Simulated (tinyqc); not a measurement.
Choice of the trial bonds: Wannier functions of a composite (isolated) pair of valence bands (bonds of an sp chain).

Each atom has a hybrid pointing left (<) and right (>). H(k): diagonal +V3 on A, -V3 on B; <A<|A>> = -V1a, <B<|B>> = -V1b, <A>|B<> = -V2, <B>|A<> = -V2p exp(ik); k in 1/a, Bloch sums with exp(ikR). The two lowest bands are filled. Trial functions in cell 0: g1 = cos(c) A> + sin(c) B<, and g2 = sin(c) B> + cos(c) A< of cell 1, whose Bloch vector has cos(c) exp(-ik) on A<. Projection A_mn = <psi_m|g_n>, S = A^+ A, Loewdin U = A S^(-1/2), Bloch-like states w_n = sum_m psi_m U_mn, H_W(k) = U^+ diag(E) U. P = sum_m |psi_m><psi_m| is free of phase choices, and S = g^+ P g, w = P g S^(-1/2).

Values chosen for the exercise:
- V2 = 4.11 eV (coupling in the bond A-B inside the cell)
- V2p = 3.42 eV (coupling in the bond to the next cell)
- V1a = 1.05 eV (coupling of the two hybrids on A)
- V1b = 1.12 eV (the same on B)
- V3 = 1.46 eV (A at +V3, B at -V3)
- xb = 0.59 a (position of B (A at 0))

N = 12; centres and spreads in real space with point-like hybrids at R and R + xb; smallest eigenvalue of S over the mesh.

Trial angle:

| c (deg) | smallest S | centre 1 (a) | centre 2 (a) | sum of centres | total spread (a^2) | H_12(R = 0), mean over k (eV) |
|---|---|---|---|---|---|---|
| 15 | 0.463 | 0.3902 | 0.7160 | 1.1062 | 0.1184 | -0.7598 |
| 30 | 0.717 | 0.3903 | 0.7160 | 1.1062 | 0.1182 | -0.7573 |
| 45 | 0.913 | 0.3903 | 0.7160 | 1.1062 | 0.1182 | -0.7553 |
| 55 | 0.983 | 0.3903 | 0.7159 | 1.1062 | 0.1181 | -0.7541 |
| 65 | 0.913 | 0.3903 | 0.7159 | 1.1062 | 0.1181 | -0.7528 |
| 75 | 0.792 | 0.3903 | 0.7159 | 1.1062 | 0.1182 | -0.7515 |
| 85 | 0.636 | 0.3903 | 0.7159 | 1.1062 | 0.1182 | -0.7500 |

The sum of the centres stays at 1.1062 a within 0.0000: it gives the electronic polarisation, modulo a, and is fixed by the filled space. Single centres move by less than 0.0001 a here and H_12(0), a matter of gauge, moves by 10 meV. The total spread runs only from 0.1181 to 0.1184 a^2, so the orthogonalisation repairs even poor trials; the projection is best at c = 55 degrees among these rows, and the two bonds, isolated, have c = 55 and 57.

Computed by tinyqc, a small Python program: `OMP_NUM_THREADS=1 python tinyqc.py 1481183 1481184 out.jsonl` (the numbers bound the seed that draws the inputs); one thread of a shared host (Intel(R) Xeon(R) Processor @ 2.30GHz), about 0.3 s for the whole set of steps.
